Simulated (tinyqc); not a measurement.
The square root of alpha at three temperatures: phonon-assisted absorption at an indirect gap.

alpha(E) = sum_j A_j [N_j (E - Eg + w_j)^2 + (N_j + 1)(E - Eg - w_j)^2], each bracket counted only where its base is positive; N_j = 1/(exp(w_j/kB T) - 1). The first term absorbs a phonon and the second emits one; excitons and direct transitions are left out.

Constants: kB = 8.617333262e-05 eV/K.

Parameters, chosen for this exercise (out of a larger set: loosely those of GaP at room temperature; Eg is not tied to T; not measured data):
```
symbol  value         unit         meaning
Eg      2.259         eV           indirect gap, held fixed unless listed
w       (45.9, 13)    meV          two zone-edge phonons
A       (6500, 1200)  1/(cm eV^2)  their strengths
```

The gap is held fixed, so only the phonon occupations change.

sqrt(alpha) (1/cm^(1/2)):
```
E - Eg (eV)     4 K    77 K   450 K
-0.04         0.000   0.015   0.316
-0.02         0.000   0.066   1.387
0.00          0.000   0.216   2.560
0.02          0.242   0.558   3.993
0.04          0.935   1.272   5.718
0.07          2.770   3.124   8.855
0.10          5.302   5.681  12.603
0.15          9.642  10.110  19.254
0.20         14.011  14.584  26.075
0.30         22.771  23.563  39.878
0.45         35.925  37.055  60.709
0.60         49.083  50.554  81.588
```

What can be read from this table?

Below the gap only phonon absorption acts: at E - Eg = -0.02 eV sqrt(alpha) is 0.000, 0.066 and 1.387 at 4, 77 and 450 K. A straight line through the last two rows meets the axis at E - Eg = +0.0405, +0.0383 and +0.0139 eV: the intercept is roughly a weighted mean of the thresholds, not the gap, and it moves from the emission side towards Eg as the occupations grow. At the last row alpha grows by a factor 2.76 from the lowest to the highest temperature at fixed gap.

tinyqc: `OMP_NUM_THREADS=1 python tinyqc.py 1651237 1651238 out.jsonl`; about 0.01 s, one thread, shared Intel(R) Xeon(R) Processor @ 2.30GHz.
